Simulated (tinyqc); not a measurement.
Long-channel MOSFET, surface-potential model: two steps of the calculation.

n-channel transistor on a uniformly doped p-type body, gradual-channel approximation, constant mobility, Boltzmann statistics, full ionisation. Potentials are counted from the neutral body; V is the electron quasi-Fermi potential, Vsb at the source and Vsb + Vds at the drain. Charges are magnitudes per area.

Values chosen for this exercise; material values those of a made-up semiconductor: temperature T = 350 K; flat-band voltage Vfb = -0.88 V; channel mobility mu = 470 cm^2/(V s); gate width W = 10 um; gate length L = 1 um; source-body reverse bias Vsb = 0 V; gate-source voltage Vgs = 1.74 V; drain-source voltage Vds = 0.2 V.

Constants: q = 1.602176634e-19 C, kB = 1.380649e-23 J/K, Vt = kB T/q. Results are converted to the units shown.

Problem 1. Surface potential at the source by Newton steps. With V = Vsb: G = psi - Vt + Vt e, e = exp((psi - 2 phiF - Vsb)/Vt); f = Vgs + Vsb - Vfb - psi - gamma sqrt(G); f' = -1 - gamma (1 + e)/(2 sqrt(G)); psi(new) = psi - f/f'.

psi after iteration 1 = 1.9737810 V
phiF = 0.55443679 V
gamma = 0.046316787 V^0.5

Find: G; f; f'; psi after iteration 2.

Solution 1.

G = 8.5814e10 V
f = -13567 V
f' = -2.2493e5
psi after iteration 2 = 1.9135 V

The value that enters this step is an overshoot, farther from the solution than the start was, so its intermediate quantities are not physical.

Problem 2. Charges and current of the charge-sheet model. psi_0 and psi_L solve Vgs + Vsb - Vfb - psi = gamma sqrt(G) at V = Vsb and Vsb + Vds. Qi = Cox gamma [sqrt(G) - sqrt(psi - Vt)], G = psi - Vt + Vt exp((psi - 2 phiF - V)/Vt), at both ends. With U = Vgs + Vsb - Vfb: drift = mu (W/L) Cox [U (psi_L - psi_0) - (psi_L^2 - psi_0^2)/2 - (2/3) gamma ((psi_L - Vt)^1.5 - (psi_0 - Vt)^1.5)]; diffusion = mu (W/L) Vt (Qi0 - QiL).

psi_0 = 1.4111736 V
psi_L = 1.6008416 V
phiF = 0.55443679 V
Cox = 1.9479213 uF/cm^2
gamma = 0.046316787 V^0.5

Give: Qi0; QiL; drift current; diffusion current; drain current.

Solution 2.

Qi0 = 2248.7 nC/cm^2
QiL = 1872.2 nC/cm^2
drift current = 1836.7 uA
diffusion current = 53.372 uA
drain current = 1890.1 uA

Drift carries 97.2 % of the current.

Numbers from tinyqc (`OMP_NUM_THREADS=1 python tinyqc.py 2360078 2360079 out.jsonl`; about 0.04 s on one thread of a shared Intel Xeon 2.30GHz).
